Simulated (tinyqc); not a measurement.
Worked calculation: coupled-perturbed Hartree-Fock on RHF in the 6-31g basis, for H2, spin multiplicity 1. One step of it, computed by the program tinyqc.

Problem. Response to a field: uncoupled start. Field along z; U_ai = -mu_ai / (e_a - e_i), alpha = -4 sum U_ai mu_ai.

orbital energies (hartree): MO1 -0.567723, MO2 0.211865, MO3 0.823201, MO4 1.291376

dipole integrals <a|z|i> (bohr):
```
           i1
a2  -1.098554
a3   0.000000
a4   0.162477
```

Give: uncoupled U; uncoupled polarisability.

Solution.

uncoupled U:
```
         i1
a2   1.4091
a3   0.0000
a4  -0.0874
```

uncoupled polarisability = 6.2489 bohr^3
